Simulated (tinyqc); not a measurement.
Worked calculation: MP2 on RHF in the 6-31g basis, for H2, spin multiplicity 1. One step of it, computed by the program tinyqc.

Question. Iteration 1: diagonalisation and new density. Diagonalise F' = X^T F X, C = X C', fill 1 alpha and 1 beta electrons from the bottom; D = 2 C_occ C_occ^T. Each column has its largest component positive (the first on a tie).

Fock matrix F (hartree), lower triangle:
```
           1H 1s      1H 2s      2H 1s      2H 2s
1H 1s  -0.114129
1H 2s  -0.545488  -0.352233
2H 1s  -0.613027  -0.554831  -0.114129
2H 2s  -0.554831  -0.382598  -0.545488  -0.352233
```

X, lower triangle:
```
           1H 1s      1H 2s      2H 1s     2H 2s
1H 1s   1.333482
1H 2s  -0.510339   2.172869
2H 1s  -0.277091   0.101580   1.333482
2H 2s   0.101580  -1.234019  -0.510339  2.172869
```

Give: F' = X^T F X; orbital energies; coefficients C; D after iteration 1.

Answer.

F' = X^T F X (hartree), lower triangle:
```
        1       2       3      4
1   0.652
2  -0.590   0.288
3  -0.636  -0.089   0.652
4  -0.089  -0.212  -0.590  0.288
```

orbital energies (hartree): MO1 -0.634, MO2 0.257, MO3 0.725, MO4 1.530

coefficients C:
```
         MO1     MO2     MO3     MO4
1H 1s  0.340   0.108   0.725  -1.213
1H 2s  0.250   1.978  -0.679   1.442
2H 1s  0.340  -0.108   0.725   1.213
2H 2s  0.250  -1.978  -0.679  -1.442
```

D after iteration 1, lower triangle:
```
       1H 1s  1H 2s  2H 1s  2H 2s
1H 1s  0.231
1H 2s  0.170  0.125
2H 1s  0.231  0.170  0.231
2H 2s  0.170  0.125  0.170  0.125
```
